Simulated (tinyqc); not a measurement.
From results back to parameters: six-band Luttinger-Kohn model with strain. Four cases, with inputs chosen for the exercise.

Problem. A layer on a (001) face has exx = eyy = e_par and ezz = -2 (C12/C11) e_par. Its valence edges are E(HH) = -P - Q and E(LH), E(SO) = -P + (Q - Dso +/- sqrt(Dso^2 + 2 Dso Q + 9 Q^2))/2 with P = -av tr(e), Q = -(b/2)(exx + eyy - 2 ezz), counted from the unstrained top.

Find: ezz; P; Q; av; b.

Method. The three edges add up to -3 P - Dso, which gives P; E(HH) then gives Q; av = -P/tr(e) and b = -Q/(e_par - ezz).

Case 1.

Values chosen (near those of GaSb; shifted at random, so the results belong to these values and not to a real crystal): Dso = 0.748 eV (spin-orbit splitting); C11 = 89.6 GPa; C12 = 40 GPa; e_par = 0.0158 (in-plane strain of a (001) layer).

E(HH), E(LH), E(SO) (eV): -0.0470163  0.0841046  -0.7431054

Solution.

ezz = -0.014107
P = -0.01399 eV
Q = 0.06101 eV
av = 0.80 eV
b = -2.04 eV

Case 2.

Values chosen (near those of Ge; shifted at random, so the results belong to these values and not to a real crystal): Dso = 0.292 eV (spin-orbit splitting); C11 = 128.4 GPa; C12 = 48.5 GPa; e_par = 0.0174 (in-plane strain of a (001) layer).

E(HH), E(LH), E(SO) (eV): -0.0509481  0.1343385  -0.2954829

Solution.

ezz = -0.013145
P = -0.02664 eV
Q = 0.07758 eV
av = 1.23 eV
b = -2.54 eV

Case 3.

Values chosen (near those of Ge; shifted at random, so the results belong to these values and not to a real crystal): Dso = 0.29 eV (spin-orbit splitting); C11 = 127.8 GPa; C12 = 48 GPa; e_par = -0.0138 (in-plane strain of a (001) layer).

E(HH), E(LH), E(SO) (eV): 0.0397706  -0.0535160  -0.3403643

Solution.

ezz = 0.010366
P = 0.02137 eV
Q = -0.06114 eV
av = 1.24 eV
b = -2.53 eV

Case 4.

Values chosen (near those of Si; shifted at random, so the results belong to these values and not to a real crystal): Dso = 0.044 eV (spin-orbit splitting); C11 = 165.2 GPa; C12 = 66.6 GPa; e_par = 0.0127 (in-plane strain of a (001) layer).

E(HH), E(LH), E(SO) (eV): -0.0126216  0.1192146  -0.0446243

Solution.

ezz = -0.010240
P = -0.03532 eV
Q = 0.04794 eV
av = 2.33 eV
b = -2.09 eV

Computed by tinyqc, one run a case: `OMP_NUM_THREADS=1 python tinyqc.py N N+1 out.jsonl` with N = 1050214, 1050243, 1050251, 1050253; one thread of a shared Intel(R) Xeon(R) Processor @ 2.30GHz, about 0.2 s a run at most.
